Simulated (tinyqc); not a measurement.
Yield over energy: physical sputtering: collision-cascade yield, angular dependence, faceting and resputtering in deposition. Computed by tinyqc, a small Python program. Command: `OMP_NUM_THREADS=1 python tinyqc.py 3006672 3006673 out.jsonl sputter walk`. One thread of a shared host (Intel(R) Xeon(R) Processor @ 2.30GHz), about 0.01 s of CPU time with the checks.

Ions start collision cascades; atoms that reach the surface with more than U leave. The target is amorphous or fine-grained.

Inputs (values chosen for the exercise, modelled on argon ions on silicon): ion Z1 = 18; ion mass M1 = 39.95 u; target Z2 = 14; target mass M2 = 28.09 u; surface binding energy U = 4.63 eV; target density N = 49.9 1/nm^3; fit factor Q = 0.64; ion energy E = 350 eV; current density J = 1.6 mA/cm^2.

Constants: e = 1.602176634e-19 C.

Method. gamma = 4 M1 M2/(M1 + M2)^2; threshold E_th = 6.7 U/gamma for M1 >= M2, else U (1 + 5.7 M1/M2)/gamma. eps = 0.03255 M2 E/(Z1 Z2 (M1 + M2) z), z = (Z1^(2/3) + Z2^(2/3))^(1/2), E in eV; s_n = 3.441 sqrt(eps) ln(eps + 2.718)/(1 + 6.355 sqrt(eps) + eps (6.882 sqrt(eps) - 1.708)); S_n = 84.78 Z1 Z2 M1 s_n/((M1 + M2) z) in eV angstrom^2; alpha = 0.249 (M2/M1)^0.56 + 0.0035 (M2/M1)^1.5 for M1 <= M2, else 0.0875 (M2/M1)^(-0.15) + 0.165 M2/M1; Y0 = 0.042 Q alpha S_n/U [1 - sqrt(E_th/E)]^2.5 (the electronic-loss factor of the full formula is dropped). Erosion rate = Y0 J/(e N); 1 cm^2 = 1e14 nm^2.

threshold E_th = 31.9931 eV

Normal incidence:
```
E (eV)         eps  S_n (eV angstrom^2)      Y0  Y0 per keV
50      7.4886e-04                282.9  0.0061     0.12252
100     1.4977e-03                377.4  0.0567     0.56743
200     2.9954e-03                494.2  0.1667     0.83335
300     4.4931e-03                573.0  0.2578     0.85950
500     7.4886e-03                682.3  0.3979     0.79589
1000    1.4977e-02                845.2  0.6244     0.62443
2000    2.9954e-02               1017.6  0.8774     0.43871
5000    7.4886e-02               1238.1  1.2153     0.24306
10000   1.4977e-01               1372.1  1.4343     0.14343
30000   4.4931e-01               1427.1  1.5880     0.05293
100000  1.4977e+00               1133.5  1.3100     0.01310
```

What does the comparison show, and why?

The yield per keV peaks at 300 eV among these rows, 9 times the threshold, the most economical range for removing atoms. Y0 varies as E^3.21 between the first rows and as E^-0.16 at the end; it peaks near 30000 eV, close to the broad maximum of nuclear stopping. Caution: the electronic-loss factor, dropped here, would lower the yields at the highest energies slightly.

Extremes, crossings and ranges named in words are read from the listed rows.
